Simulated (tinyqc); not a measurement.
Error from band bending against le.

In A the levels shift by pb (1 - z/W)^2 for z < W. The signal from depth z is weighted by exp(-z/le)/le, so the centroid shifts by pb [1 - 2/a + (2/a^2)(1 - exp(-a))], a = W/le, and the error of iA against its value at the interface is that less pb.

Inputs (values chosen for the exercise):
```
symbol,value,unit,meaning
pb,0.45,V,band bending in A at the interface
W,8.5,nm,width of the bent region
```

Result of one run:

| le (nm) | a | centroid shift (eV) | error (meV) |
|---|---|---|---|
| 3.4 | 2.500 | 0.2222 | -227.8 |

What becomes of these results when the escape depth le is changed from 3.4 to 0.5 nm, all else the same?

Result of the changed run:

| le (nm) | a | centroid shift (eV) | error (meV) |
|---|---|---|---|
| 0.5 | 17.00 | 0.4002 | -49.83 |

The whole series:

| le (nm) | a | centroid shift (eV) | error (meV) |
|---|---|---|---|
| 0.5 | 17.00 | 0.4002 | -49.83 |
| 1.9 | 4.474 | 0.2933 | -156.7 |
| 3.4 | 2.500 | 0.2222 | -227.8 |
| 4.8 | 1.771 | 0.1799 | -270.1 |
| 6.2 | 1.371 | 0.1508 | -299.2 |
| 7.7 | 1.104 | 0.1284 | -321.6 |
| 9.1 | 0.9341 | 0.1127 | -337.3 |
| 10.6 | 0.8019 | 0.09957 | -350.4 |
| 12 | 0.7083 | 0.08981 | -360.2 |

The size of the error rises from 49.8 to 360 meV; for large a it is 2 |pb|/a. It is below 50 meV, a typical accuracy of the method, in 1 of the 9 rows. Heavily doped substrates and deep-probing photons need the correction.

Numbers from tinyqc (`OMP_NUM_THREADS=1 python tinyqc.py 2410165 2410166 out.jsonl`; about 0.01 s on one thread of a shared Intel Xeon 2.30GHz).
